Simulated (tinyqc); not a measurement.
Rate against the binding of B: microkinetic model of a Langmuir-Hinshelwood surface reaction A + (1/2) B2 = AB with Bronsted-Evans-Polanyi barriers. Computed by tinyqc, a small Python program. Command: `OMP_NUM_THREADS=1 python tinyqc.py 3029733 3029734 out.jsonl microkin walk`. One thread of a shared host (Intel(R) Xeon(R) Processor @ 2.30GHz), about 0.01 s of CPU time with the checks.

A adsorbs in equilibrium; B2 dissociates irreversibly on two free sites; adsorbed A and B react irreversibly and AB leaves at once. theta_A + theta_B + theta_* = 1.

Inputs (values chosen for the exercise, for a model catalyst):
```
quantity                               value   unit
adsorption energy of A, E_A           -0.999     eV
entropy loss of A, S_A                   1.5  meV/K
entropy loss of B2, S_B                  1.8  meV/K
slope a1 of the dissociation barrier    0.41      -
intercept b1                             1.4     eV
slope a2 of the reaction barrier        0.46      -
intercept b2                            0.33     eV
pressure p_A                            0.31    bar
pressure p_B                            0.13    bar
temperature T                            675      K
```

Constants: k_B = 8.617333262e-05 eV/K; hbar = 6.582119569e-16 eV s.

Method. K_A = exp(-(E_A + T S_A)/(k_B T)) per bar; barriers E1 = max(b1 + a1 2 E_B, 0), E2 = b2 - a2 (E_A + E_B); k1 = (k_B T/h) exp(-S_B/k_B) exp(-E1/(k_B T)) per bar, k2 = (k_B T/h) exp(-E2/(k_B T)), h = 2 pi hbar. theta_A = K_A p_A theta_*; 2 k1 p_B theta_*^2 = k2 theta_A theta_B, so theta_B = w theta_* with w = 2 k1 p_B/(k2 K_A p_A); theta_* = 1/(1 + K_A p_A + w); rate r = k2 theta_A theta_B.

Changing E_B at fixed E_A:
```
E_B (eV)  E1 (eV)  E2 (eV)     theta_*     theta_A     theta_B  log10 r
-2.40           0  1.89354  8.1167e-06  1.9950e-06  9.9999e-01  -6.6897
-2.10           0  1.75554  8.7034e-05  2.1392e-05  9.9989e-01  -4.6291
-1.80           0  1.61754  9.3237e-04  2.2917e-04  9.9884e-01  -2.5693
-1.50       0.170  1.47954  1.5107e-01  3.7131e-02  8.1180e-01   0.5806
-1.25       0.375  1.36454  7.8882e-01  1.9388e-01  1.7299e-02   0.4856
-1.00       0.580  1.24954  8.0265e-01  1.9728e-01  7.1836e-05  -1.0299
-0.75       0.785  1.13454  8.0270e-01  1.9730e-01  2.9319e-07  -2.5605
-0.50       0.990  1.01954  8.0270e-01  1.9730e-01  1.1965e-09  -4.0911
-0.25       1.195  0.90454  8.0270e-01  1.9730e-01  4.8830e-12  -5.6217
0.00        1.400  0.78954  8.0270e-01  1.9730e-01  1.9928e-14  -7.1523
```

What follows from these numbers?

The rate is highest at E_B = -1.5 eV among these rows, where theta_B = 0.81. On the weak-binding side log10 r falls by 6.1 per eV, from the dissociation barrier (2 a1/(k_B T ln 10) = 6.1). On the strong-binding side B fills the surface and the rate falls again: the Sabatier volcano.

Extremes, crossings and ranges named in words are read from the listed rows.
